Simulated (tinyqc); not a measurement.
Inside a calculation: static screening by free carriers. Values are carried at full precision from step to step, so a last printed digit may differ when a step is redone from the rounded ones.

kF = (3 pi^2 n/Mv)^(1/3), EF = c kF^2/m with c = hbar^2/2m0, n in 1/angstrom^3 (1e-24 per 1/cm^3), e2 = e^2/(4 pi eps0). Thomas-Fermi: qTF^2 = 6 pi e2 n/(eps EF). Debye: qD^2 = 4 pi e2 n/(eps kB T).

Constants: hbar^2/2m0 = 3.80998211 eV angstrom^2; e^2/(4 pi eps0) = 14.39964547 eV angstrom; kB = 8.617333262e-05 eV/K; a0 (Bohr radius) = 0.5291772105 angstrom.

Values chosen for the exercise (a free-electron density near that of Au; the results hold for these values, not for the real material): n = 6.06e+22 1/cm^3 (carrier density); m = 1 m0 (mass of one isotropic valley); Mv = 1 (valleys); eps = 1 (background dielectric constant); T = 300 K; q = 1.45 1/angstrom (wave vector).

## Fermi and screening wave vectors

Also the effective Bohr radius aB = a0 eps/m and rs = (3/(4 pi n))^(1/3)/aB.

kF = 1.2152 1/angstrom
EF at 0 K = 5626 meV
EF/kT = 218
qTF = 1.7099 1/angstrom
qD = 20.595 1/angstrom
aB = 0.5292 angstrom
rs = 2.98

The gas is degenerate, so the Thomas-Fermi value applies. With rs above 1 exchange and correlation, left out here, are not small.

## Lindhard function at one q

Lindhard at zero temperature: eps(q)/eps = 1 + (qTF/q)^2 L(x), x = q/(2 kF), L(x) = 1/2 + ((1 - x^2)/(4x)) ln|(1 + x)/(1 - x)|.

Compare with Thomas-Fermi, 1 + (qTF/q)^2.

x = 0.5966
L(x) = 0.8713
eps(q)/eps, Lindhard = 2.212
eps(q)/eps, Thomas-Fermi = 2.391

The carriers respond with 87 % of their long-wave strength at this q.

## Checks

- L(x) at x = 0.7 against the integral over the Fermi sphere: both 0.81595.

(tinyqc, `OMP_NUM_THREADS=1 python tinyqc.py 1681149 1681150 out.jsonl`, Intel(R) Xeon(R) Processor @ 2.30GHz, 1 thread, shared host, about 0.01 s.)
